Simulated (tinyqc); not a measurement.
# Capacitance of parallel on-chip lines from Laplace's equation on a mesh, step by step

Computed by the program tinyqc: `OMP_NUM_THREADS=1 python tinyqc.py 2790205 2790206 out.jsonl`, one thread of a shared Intel Xeon 2.30GHz, about 0.6 s for the whole run. Printed values are rounded.

Cross-section of an endless row of equal lines between two grounded planes; neighbours are driven in antiphase (+1 V and -1 V), so the plane midway between two lines is at 0 V. By symmetry one quarter is solved: x runs from the centre of a line (column 0, mirror) to that midplane (column 5, 0 V), y from the mid-height of the line (row 0, mirror) to the ground plane (row 5, 0 V). The line fills columns 0 to 2 and rows 0 to 2 at 1 V. Cells beside the line (below row 2) have e2, cells above have e1. Each link between nodes has the conductance g = mean permittivity of the two cells beside it (a cell beyond a mirror counts as 0), and the free nodes obey sum g (V_neighbour - V) = 0.

Parameters, values chosen for the exercise:
```
symbol,value,unit,meaning
e1,3.9,,relative permittivity above and below the lines
e2,2,,relative permittivity between the lines
om,1.2,,over-relaxation factor
```

Constants: eps0 = 8.8541878128e-12 F/m. Results are converted to the units shown.

## Link conductances

gx[j, i] joins node (row j, column i) to column i + 1, gy[j, i] to row j + 1.

gx:
```
       col 0  col 1  col 2  col 3  col 4
row 0      1      1      1      1      1
row 1      2      2      2      2      2
row 2   2.95   2.95   2.95   2.95   2.95
row 3    3.9    3.9    3.9    3.9    3.9
row 4    3.9    3.9    3.9    3.9    3.9
row 5   1.95   1.95   1.95   1.95   1.95
```

gy:
```
       col 0  col 1  col 2  col 3  col 4  col 5
row 0      1      2      2      2      2      1
row 1      1      2      2      2      2      1
row 2   1.95    3.9    3.9    3.9    3.9   1.95
row 3   1.95    3.9    3.9    3.9    3.9   1.95
row 4   1.95    3.9    3.9    3.9    3.9   1.95
```

## Iteration 1: relaxation sweep

V at the start (V):
```
       col 0  col 1  col 2  col 3  col 4  col 5
row 0      1      1      1      0      0      0
row 1      1      1      1      0      0      0
row 2      1      1      1      0      0      0
row 3      0      0      0      0      0      0
row 4      0      0      0      0      0      0
row 5      0      0      0      0      0      0
```

One sweep visits the free nodes row by row from row 0, left to right, and replaces V by V + om (weighted mean of the neighbours - V), using new values at once.

V after sweep 1 (V):
```
          col 0     col 1     col 2     col 3     col 4     col 5
row 0  1.000000  1.000000  1.000000  0.300000  0.090000  0.000000
row 1  1.000000  1.000000  1.000000  0.390000  0.144000  0.000000
row 2  1.000000  1.000000  1.000000  0.379322  0.143085  0.000000
row 3  0.300000  0.390000  0.417000  0.238897  0.114594  0.000000
row 4  0.090000  0.144000  0.168300  0.122159  0.071026  0.000000
row 5  0.000000  0.000000  0.000000  0.000000  0.000000  0.000000
```

## Iteration 2: relaxation sweep

As before.

V after sweep 2 (V):
```
          col 0     col 1     col 2     col 3     col 4     col 5
row 0  1.000000  1.000000  1.000000  0.501000  0.218700  0.000000
row 1  1.000000  1.000000  1.000000  0.529297  0.238524  0.000000
row 2  1.000000  1.000000  1.000000  0.469463  0.206185  0.000000
row 3  0.501000  0.540600  0.500939  0.314367  0.154555  0.000000
row 4  0.218700  0.249480  0.228113  0.159620  0.080047  0.000000
row 5  0.000000  0.000000  0.000000  0.000000  0.000000  0.000000
```

## Course of the relaxation

Stop when no node changes by 1e-7 V. C = 4 eps0 sum g (difference of V along the link)^2, in aF/um.

Course of the iteration:
```
sweep  C (aF/um)  largest change (V)
1       278.9153               0.417
2       234.7203               0.201
3       227.5958              0.0888
4       226.6789              0.0335
5       226.5777              0.0117
6       226.5663             4.30e-3
7       226.5652             1.21e-3
8       226.5651             3.97e-4
9       226.5651             1.22e-4
10      226.5651             3.99e-5
11      226.5651             1.26e-5
12      226.5651             3.97e-6
13      226.5651             1.26e-6
14      226.5651             4.00e-7
15      226.5651             1.27e-7
16      226.5651             4.01e-8
```

Converged in 16 sweeps. Over the last four sweeps the change shrinks by about 0.32 a sweep. C comes down from above, since the solution minimises the energy.

## Capacitance per length

converged V (V):
```
          col 0     col 1     col 2     col 3     col 4     col 5
row 0  1.000000  1.000000  1.000000  0.632345  0.302433  0.000000
row 1  1.000000  1.000000  1.000000  0.613474  0.288694  0.000000
row 2  1.000000  1.000000  1.000000  0.532858  0.238867  0.000000
row 3  0.639596  0.624703  0.561053  0.360543  0.171619  0.000000
row 4  0.308980  0.298162  0.258964  0.176643  0.087066  0.000000
row 5  0.000000  0.000000  0.000000  0.000000  0.000000  0.000000
```

C = 4 eps0 sum g (difference of V)^2 over all links (twice the energy of the four quarters, line at 1 V). Plate estimate without fringing: eps0 [2 e1 w/hd + 2 e2 t/(s/2)], w = 4 hx, t = 4 hx, s/2 = 3 hx, hd = 3 hx.

C = 226.5651 aF/um
plate estimate = 139.3059 aF/um

C depends on the shape only, not on the mesh step hx. Meshes 6, 12 and 24 times finer extrapolate (Aitken) to 212.6 aF/um; this mesh is 6.5 % above that, and the plate estimate is 34 % below it.
